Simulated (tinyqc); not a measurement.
Worked calculation: power iteration on a symmetric matrix. One step of it, computed by the program tinyqc.

Question. Step 2. w = (A - shift) v; v' = w/|w| with its largest component positive (the first on a tie); lambda = v'^T A v'.

A:
$$\begin{pmatrix}
1.099000 & -0.085000 & -0.508000 \\
-0.085000 & 3.026000 & -0.242000 \\
-0.508000 & -0.242000 & 3.088000
\end{pmatrix}$$

vector after step 1: [0.651834, -0.631355, -0.420123]

shift = 1.620000

Give: vector after step 2; Rayleigh quotient after step 2.

Answer.

vector after step 2: [0.0625, 0.7254, 0.6855]

Rayleigh quotient after step 2 = 2.7557
